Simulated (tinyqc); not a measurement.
Depletion-mode phase shifter in a rib waveguide and its Mach-Zehnder modulator: two steps of the calculation.

A lateral p-n junction at x0 in a waveguide whose mode intensity is a Gaussian of rms width s about x = 0; p side at smaller x. Reverse bias removes carriers and raises the index. Abrupt junction, doping uniform over the whole mode, lumped electrode (no travelling-wave effects).

Inputs (values chosen for the exercise); values close to those of silicon near 1550 nm:

| symbol | value | unit | meaning |
|---|---|---|---|
| lam | 1565 | nm | wavelength |
| eps_r | 11.7 |  | relative permittivity of the semiconductor |
| Na | 3.5e17 | cm^-3 | acceptor density |
| Nd | 2.3e17 | cm^-3 | donor density |
| G | 0.88 |  | vertical confinement times ng/n |
| hr | 150 | nm | rib height |
| Cf | 50 | pF/m | fringe capacitance |
| Rs | 4.2 | ohm mm | series resistance |
| V | 3 | V | reverse bias |
| a0 | 0.9 | dB/cm | passive loss |

Constants: eps0 = 8.8541878128e-14 F/cm where lengths are in cm. Results are converted to the units shown.

Problem 1. Index and absorption of the doped regions. Free-carrier changes (empirical, N and P in cm^-3): |dn| = 8.5e-18 P^0.8 for holes, 8.8e-22 N for electrons; absorption 6e-18 P and 8.5e-18 N in 1/cm.

Wanted: dn_h; dn_e; a_h; a_e.

Solution 1.

dn_h = 9.219e-4
dn_e = 2.024e-4
a_h = 2.100 1/cm
a_e = 1.955 1/cm

Index change per unit absorption: holes 4.39 um, electrons 1.04 um, a ratio of 4.24.

Problem 2. Index shift, efficiency, loss and bandwidth. dneff = G {dn_h [F(xp(0)) - F(xp(V))] + dn_e [F(xn(V)) - F(xn(0))]}; VpiL = lam V/(2 dneff); loss = a0 + 4.343 G {a_h F(xp) + a_e [1 - F(xn)]} dB/cm at V; C = eps0 eps_r hr/W + Cf; fRC = 1/(2 pi Rs C).

F, edge xp(0) to xn(V): [0.5648797556, 0.7764070663, 0.4596343109, 0.8775713703]
W at 0 and at V (nm): [89.51429158, 189.6429951]
dn_h = 9.218778095e-4
dn_e = 0.0002024
a_h = 2.1 1/cm
a_e = 1.955 1/cm

Give: dneff; VpiL; loss; C; fRC.

Solution 2.

dneff = 1.0340e-4
VpiL = 2.2703 V cm
loss = 5.5037 dB/cm
C = 131.94 pF/m
fRC = 287.21 GHz

The product VpiL x loss is 12.5 V dB.

Numbers from tinyqc (`OMP_NUM_THREADS=1 python tinyqc.py 2650122 2650123 out.jsonl`; about 0.01 s on one thread of a shared Intel Xeon 2.30GHz).
